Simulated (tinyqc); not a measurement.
# Changing the layers in the well N

Model: surface segregation during layer-by-layer epitaxy: two-layer exchange kinetics and the shape of quantum wells and delta layers. Computed by tinyqc, a small Python program. Command: `OMP_NUM_THREADS=1 python tinyqc.py 3001314 3001315 out.jsonl mbeseg sweep`. One thread of a shared host (Intel(R) Xeon(R) Processor @ 2.30GHz), about 0.02 s of CPU time with the checks.

Atoms A and B exchange only between the growing layer and the one below it. B is supplied for N layers, then pure A follows.

Inputs (values chosen for the exercise, close to those used for gallium in AlAs):
```
quantity,value,unit
barrier E1 for B to move up,1.94,eV
segregation energy E_s,0.093,eV
attempt frequency nu,10,THz
growth rate G,1,layers/s
share x0 of B in the flux during the well,0.77,-
layer thickness,2.83,angstrom
temperature T,600,C
```

Constants: k_B = 8.617333262e-05 eV/K.

Method:
- p1 = nu exp(-E1/(k_B T)) (B up, A down), p2 = nu exp(-(E1 + E_s)/(k_B T)) (B down); time per layer tau = 1/G; K = p1/p2.
- Temperatures in kelvin are T(C) + 273.15.
- Dilute equilibrium share passed up per layer R_eq = K/(1 + K).
- Each layer is deposited complete with B share x_dep and then exchanges for the time tau = 1/G with the layer below, whose share is b (total c = s + b fixed): ds/dt = p1 b (1 - s) - p2 s (1 - b), s(0) = x_dep. With the roots s1 < s2 of the right side, (s - s1)/(s - s2) = [(s(0) - s1)/(s(0) - s2)] exp(-(p1 - p2)(s2 - s1) tau). The lower layer is then buried with c - s, and s becomes the b of the next layer.
- In the dilute tail each layer passes up the share R = R_eq (1 - exp(-(p1 + p2) tau)); decay length = -layer thickness/ln R.
- Index 0 is the last layer of pure A below the well. Share of B outside the intended layers 1..N = 1 - (sum over 1..N)/(N x0).

One run for each value:
```
layers in the well N,peak share (largest buried share),share of B outside the well
1,0.2439,0.8060
2,0.5126,0.5050
3,0.6758,0.3593
4,0.7402,0.2747
6,0.7674,0.1844
8,0.7698,0.1384
12,0.7700,0.0923
16,0.7700,0.0692
24,0.7700,0.0461
```

What does the table show, and why?

Over the rows, peak share (largest buried share) rises from 0.244 to 0.770; share of B outside the well falls from 0.806 to 0.0461 (exponent d ln y / d ln x -0.67 between the first rows and -1.00 between the last). In the dilute limit the share approaches x0 roughly as 1 - R^n.

Caution (all rows): two-layer exchange with complete layers is a simplification that can understate segregation at low temperature; desorption, step-edge exchange and surfactants are left out.

Extremes, crossings and ranges named in words are read from the listed rows.
